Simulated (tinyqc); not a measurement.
# From junction depth x_j back to background doping C_B

Model: two-step dopant diffusion (predeposition and drive-in) with a constant diffusivity. Computed by tinyqc, a small Python program. Command: `OMP_NUM_THREADS=1 python tinyqc.py 3023276 3023277 out.jsonl dopdiff inv`. One thread of a shared host (Intel(R) Xeon(R) Processor @ 2.30GHz), about 0.07 s of CPU time with the checks.

Fick diffusion into a half space x > 0 whose background doping C_B is of the opposite type, so that a junction lies where C = C_B.

Inputs (values chosen for the exercise, modelled on boron in silicon):

| quantity | value | unit |
|---|---|---|
| prefactor D0 | 1.05 | cm^2/s |
| activation energy E | 3.53 | eV |
| surface concentration C_s | 1.1e+19 | 1/cm^3 |
| predeposition temperature T1 | 1025 | C |
| predeposition time t1 | 15 | min |
| drive-in temperature T2 | 1025 | C |
| drive-in time t2 | 120 | min |
| ramp rate | 2 | C/min |
| stand-by temperature | 750 | C |

Furnace ramps of the drive-in: linear ramps.

Constants: k_B = 8.617333262e-05 eV/K.

Method:
- D = D0 exp(-E/(k_B T)).
- Temperatures in kelvin are T(C) + 273.15.
- Times in seconds are 60 times the minutes.
- One ramp between the stand-by temperature and T2 adds int D dT / rate (40-point Gauss-Legendre); the usual estimate counts it as an extra time k_B T2^2/(E rate) at T2. (Dt)2 = D2 t2 + two ramps, times in seconds.
- C = C_s erfc(x/(2 sqrt(D1 t1))); dose Q = 2 C_s sqrt(D1 t1/pi); the junction solves erfc(z) = C_B/C_s with x_j = 2 z sqrt(D1 t1).
- With a sealed surface and a thin source, C = Q/sqrt(pi (Dt)2) exp(-x^2/(4 (Dt)2)); x_j = 2 sqrt((Dt)2 ln(C(0)/C_B)); gradient at the junction |dC/dx| = C_B x_j/(2 (Dt)2).

Task: A run gave the result below. Find the background doping C_B, known to lie between 2.8e+14 and 7.2e+14 1/cm^3.

junction depth x_j = 0.828887 um

Result:

Each step takes the trial c = (a f_b - b f_a)/(f_b - f_a), f being the result less the target and a, b, c the logarithms of the listed values; c replaces end b, the old b replaces a if the sign of f changed, and otherwise f_a is halved.

Scan of the range:

| background doping C_B (1/cm^3) | junction depth x_j (um) |
|---|---|
| 2.80e+14 | 0.840779 |
| 3.28e+14 | 0.833312 |
| 3.84e+14 | 0.825805 |
| 4.49e+14 | 0.818291 |
| 5.26e+14 | 0.810614 |
| 6.15e+14 | 0.802959 |
| 7.20e+14 | 0.795167 |

False position (Illinois rule, in the logarithm of the input) inside the bracket:

| step | end a | end b | trial | junction depth x_j (um) |
|---|---|---|---|---|
| 1 | 3.28000e+14 | 3.84000e+14 | 3.59938e+14 | 0.828895 |
| 2 | 3.84000e+14 | 3.59938e+14 | 3.60000e+14 | 0.828887 |
| 3 | 3.84000e+14 | 3.60000e+14 | 3.60000e+14 | 0.828887 |
| 4 | 3.60000e+14 | 3.60000e+14 | 3.60000e+14 | 0.828887 |

Junction depth x_j falls at every point of a 13-point scan of the range (every second point is shown), so one value fits; it is bracketed by 3.28e14 and 3.84e14. Answer: background doping C_B = 3.600e14 1/cm^3.

Caution: the drive-in budget is under fifteen times D1 t1, so the source is not thin and the Gaussian junction is too shallow. Caution: C_s exceeds the intrinsic carrier density of silicon at the predeposition temperature (2e18 to 1e19 per cm^3), where real diffusivities rise with concentration and profiles turn box-like.
